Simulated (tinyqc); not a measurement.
Bound state in one dimension: Numerov shooting, finite differences, DVR, step by step. Computed by tinyqc, a small Python program that keeps every step. Settings: points = 96. Command: `OMP_NUM_THREADS=1 python tinyqc.py 21354 21355 out.jsonl` (the two numbers bound the seeds that draw the settings). One thread of a shared host (Intel(R) Xeon(R) Processor @ 2.60GHz), about 0.01 s of CPU time with the checks.

## Numerov steps at E = 0.1

One particle of mass 1 in V = 4.7 (1 - exp(-0.64 x))^2 (atomic units), psi = 0 at both ends:

| parameter | value |
|---|---|
| left end | -1.600000 |
| right end | 7 |
| intervals | 96 |
| h | 0.089583 |
| state sought (nodes) | 1 |

k_i = 2 m (E - V_i); (1 + h^2 k_(i+1)/12) y_(i+1) = 2 (1 - 5 h^2 k_i/12) y_i - (1 + h^2 k_(i-1)/12) y_(i-1), from y_0 = 0, y_1 = 0.001.

Points along the way:

| i | x | V | k | y |
|---|---|---|---|---|
| 0 | -1.600000 | 14.963678 | -29.727356 | 0.000000 |
| 1 | -1.510417 | 12.474654 | -24.749308 | 0.001000 |
| 2 | -1.420833 | 10.332015 | -20.464030 | 0.002196 |
| 3 | -1.331250 | 8.493959 | -16.787919 | 0.003750 |
| 4 | -1.241667 | 6.923452 | -13.646904 | 0.005809 |
| 5 | -1.152083 | 5.587696 | -10.975391 | 0.008503 |
| 32 | 1.266667 | 1.450006 | -2.700011 | 0.311303 |
| 33 | 1.356250 | 1.582224 | -2.964447 | 0.349872 |
| 34 | 1.445833 | 1.712369 | -3.224738 | 0.396795 |
| 35 | 1.535417 | 1.839984 | -3.479968 | 0.454026 |
| 36 | 1.625000 | 1.964698 | -3.729396 | 0.523986 |
| 37 | 1.714583 | 2.086216 | -3.972433 | 0.609690 |

## Bisection on the node count

With more sign changes than the state has nodes (the last point included) the energy is too high, else too low; the bracket starts as 0.1 to 10.

Trials:

| trial | E | sign changes | y at the right end | next |
|---|---|---|---|---|
| 1 | 5.05000000 | 5 | -1.26e-02 | lower |
| 2 | 2.57500000 | 2 | 1.87e+01 | lower |
| 3 | 1.33750000 | 1 | -5.74e+03 | raise |
| 4 | 1.95625000 | 1 | -8.10e+02 | raise |
| 5 | 2.26562500 | 1 | -1.35e+02 | raise |
| 6 | 2.42031250 | 1 | -2.39e+01 | raise |
| 7 | 2.49765625 | 2 | 3.43e+00 | lower |
| 8 | 2.45898438 | 1 | -8.44e+00 | raise |
| 9 | 2.47832031 | 1 | -2.10e+00 | raise |
| 10 | 2.48798828 | 2 | 7.59e-01 | lower |
| 11 | 2.48315430 | 1 | -6.46e-01 | raise |
| 12 | 2.48557129 | 2 | 6.24e-02 | lower |
| 13 | 2.48436279 | 1 | -2.90e-01 | raise |
| 14 | 2.48496704 | 1 | -1.14e-01 | raise |
| ... | ... | ... | ... | ... |
| 28 | 2.48535668 | 1 | -2.43e-06 | raise |
| 29 | 2.48535670 | 2 | 2.94e-06 | lower |
| 30 | 2.48535669 | 2 | 2.57e-07 | lower |

eigenvalue = 2.48535669 hartree

## The same grid by other methods

Three-point finite differences and the sine-DVR kinetic matrix of Colbert and Miller on the same points.

Lowest levels (hartree):

| state | finite differences | DVR |
|---|---|---|
| 0 | 0.929995 | 0.930807 |
| 1 | 2.482712 | 2.485364 |
| 2 | 3.625931 | 3.629889 |
| 3 | 4.371531 | 4.375261 |
